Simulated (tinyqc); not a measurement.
Raising U: Hubbard chain of 6 sites, mean field against exact. Computed by the program tinyqc. 

one-body matrix (hopping and site energies) (eV):
```
         1        2        3        4        5        6
1  -0.0500  -1.5200   0.0000   0.0000   0.0000   0.0000
2  -1.5200   0.1800  -1.5200   0.0000   0.0000   0.0000
3   0.0000  -1.5200   0.0500  -1.5200   0.0000   0.0000
4   0.0000   0.0000  -1.5200  -0.1700  -1.5200   0.0000
5   0.0000   0.0000   0.0000  -1.5200   0.5900  -1.5200
6   0.0000   0.0000   0.0000   0.0000  -1.5200   0.2100
```

electrons, up and down: 3  3

Collinear unrestricted mean field (the lowest of 40 random starts) against exact diagonalisation.

Exact and mean-field results (eV):
```
U            U/t    E exact  E mean field  mean |n_up - n_down|  double occupancy, exact  first gap in the sector
0.7600    0.5000  -8.758239     -8.705075                0.0000                   0.2275                   1.1745
1.5200    1.0000  -7.774491     -7.561968                0.0000                   0.2041                   1.0567
3.0400    2.0000  -6.120859     -5.367744                0.4018                   0.1592                   0.8678
4.5600    3.0000  -4.852265     -3.814550                0.6700                   0.1203                   0.7212
6.0800    4.0000  -3.899857     -2.806302                0.8017                   0.0900                   0.6066
9.1200    6.0000  -2.639567     -1.670340                0.9089                   0.0524                   0.4490
12.1600   8.0000  -1.879618     -1.067942                0.9483                   0.0330                   0.3515
18.2400  12.0000  -1.038122     -0.450204                0.9769                   0.0160                   0.2422
30.4000  20.0000  -0.317233      0.051387                0.9917                   0.0061                   0.1479
```

In absolute terms mean field is worst at U/t = 4.0, 1.094 eV too high: at small U it is nearly exact, and at large U it misses only exchange-scale energies. Its local moments set in at U/t = 2.0 of those listed, a broken symmetry that the exact state of a finite cluster with equal spins does not have. Relative to the exact energy its error is 0.6 % at the smallest U, 116 % at most and 116 % at the largest. The double occupancy falls from 0.227 to 0.006.
